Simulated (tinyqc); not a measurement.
Interlayer thickness: switching kinetics of a ferroelectric film and the memory window of a ferroelectric gate stack. Computed by tinyqc, a small Python program. Command: `OMP_NUM_THREADS=1 python tinyqc.py 3008375 3008376 out.jsonl feswitch walk`. One thread of a shared host (Intel(R) Xeon(R) Processor @ 2.30GHz), about 0.01 s of CPU time with the checks.

Fields in MV/cm; 1 microcoulomb/cm^2 over eps_0 is 11.29409 MV/cm. In the stack (metal, ferroelectric, interlayer, channel) the channel is taken as a conductor.

Inputs (values chosen for the exercise, for a model hafnia-based film):
```
quantity                                 value               unit
saturation polarisation P_s                 14  microcoulomb/cm^2
ratio P_r/P_s                             0.72                  -
coercive field E_c                        0.72              MV/cm
permittivity of the ferroelectric eps_F     23                  -
thickness t_F                               15                 nm
permittivity of the interlayer eps_I       3.9                  -
share s of P screened by trapped charge   0.91                  -
pulse height V                             3.3                  V
breakdown field of the interlayer           10              MV/cm
```

Method. Series stack: V = E_F t_F + E_I t_I and eps_I E_I = eps_F E_F + (1 - s) P/eps_0. E_I is for P = +P_s at the pulse height, the depolarising field for P = +P_r at V = 0; V needed puts E_F = 1.5 E_c after switching.

Stack against t_I:
```
t_I (nm)  E_F after (MV/cm)  E_I (MV/cm)  depolarising field / E_c  V needed (V)
0.3                  1.9026       14.869                   0.06528        1.9205
0.5                  1.7369       13.892                   0.10165        2.1209
0.8                  1.5256       12.646                   0.14804        2.4214
1.2                  1.2964       11.295                   0.19834        2.8222
1.6                  1.1116       10.204                   0.23892        3.2229
2.0                  0.9592        9.306                   0.27236        3.6236
3.0                  0.6746        7.627                   0.33484        4.6254
```

What follows from these numbers?

Each nanometre of interlayer costs 1.00 V, against 0.11 V for a nanometre of ferroelectric. The depolarising field grows from 0.07 to 0.33 E_c. At E_F = 1.5 E_c the interlayer carries (1.5 eps_F E_c + (1 - s) P_s/eps_0)/eps_I = 10.0 MV/cm whatever its thickness, above its breakdown field of 10 MV/cm, so the voltages in the last column could not be applied without breakdown. Caution: rows with E_I above the breakdown field of the interlayer cannot be reached without charge injection. Caution: where E_F after switching is below E_c the switching stalls before P_s, and where the depolarising field exceeds E_c the state switches back, so those rows describe states that are not held.
